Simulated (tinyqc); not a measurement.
Charge neutrality level from zone-averaged pseudopotential bands, step by step. Values are carried at full precision from step to step, so a last printed digit may differ when a step is redone from the rounded ones.

Empirical pseudopotential on the fcc lattice, atoms at +/- tau, tau = a (1,1,1)/8, no spin-orbit coupling. H(G,G') = c (2 pi/a)^2 |k + G|^2 delta + VS(q) cos(q.tau) + i VA(q) sin(q.tau), q = G - G', c = hbar^2/2m0; k and G in units of 2 pi/a; VS at |q|^2 = 3, 8, 11 and VA at 3, 4, 11, in rydberg, zero elsewhere. At each k the basis holds all G with |k + G|^2 up to 16; energies are counted from the fourth level at Gamma.

Mesh: k = sum_i (n_i + 1/2)/N b_i, n_i = 0 ... N - 1, b = (-1,1,1), (1,-1,1), (1,1,-1); points with the same sorted |kx|, |ky|, |kz| after folding to the shortest k + G are joined, with their count as weight. Neutrality (branch-point) level: E_N = (1/2) mean over k of [E5 + (E3 + E4)/2], E_n the n-th level from below.

Constants: hbar^2/2m0 = 3.80998211 eV angstrom^2; Ry = 13.60569312 eV.

Inputs chosen for the exercise (classic local form factors of the size used for InP, without spin-orbit coupling; not measured data): a = 5.874 angstrom (lattice constant); VS = (-0.231, 0.01, 0.059) Ry (symmetric form factors); VA = (0.07, 0.051, 0.01) Ry (antisymmetric form factors); mesh = 3 (points along each reciprocal vector).

## Levels on the mesh

Diagonalise at each joined point.

Levels (eV):
```
kx          ky      kz  weight       E3       E4      E5      E6
0.1667  0.1667  0.1667       2  -0.2406  -0.2406  2.5947  5.0049
0.5000  0.1667  0.1667       6  -1.2830  -1.0890  3.2681  4.6468
0.5000  0.5000  0.1667       6  -2.0516  -0.8234  3.3023  5.0878
0.5000  0.5000  0.5000       1  -0.7856  -0.7856  1.9747  5.0766
0.8333  0.1667  0.1667       6  -2.3917  -1.6999  2.6495  3.9775
0.8333  0.5000  0.1667       6  -2.7130  -1.7441  4.3734  4.6891
```

## Gaps

Level 5 at Gamma, at the lowest of (f,0,0) with f = 0.8, 0.85, 0.9, 1, and at (1/2,1/2,1/2).

gaps to Gamma, Delta/X, L (eV): 1.5361  2.2454  1.9747

## The neutrality level

Energies are counted from the valence top at Gamma. E_N = (1/2) weighted mean of [E5 + (E3 + E4)/2]. Compare with half the smallest indirect gap, min(Delta/X, L)/2, and give the barrier for electrons in the limit of full pinning, min(gaps) - E_N.

mean of E5 = 3.2861 eV
mean of (E3 + E4)/2 = -1.5798 eV
E_N = 0.8531 eV
half the indirect gap = 0.9874 eV
pinned barrier for electrons = 0.6830 eV

E_N lies at 56 % of the gap from the valence top. The two estimates differ by 0.13 eV; both rules are good to a few tenths of an eV only, so a position within that distance of a band edge or of mid-gap is not settled. Local form factors place the indirect gaps only to a few tenths of an eV, and E_N moves with them. Spin-orbit coupling, left out, would lift the valence top by a third of its splitting.

## Checks

- Sum of the weights against N^3: both 27.

Program tinyqc; command `OMP_NUM_THREADS=1 python tinyqc.py 1851124 1851125 out.jsonl`; about 0.08 s on one thread of a shared Intel(R) Xeon(R) Processor @ 2.30GHz.
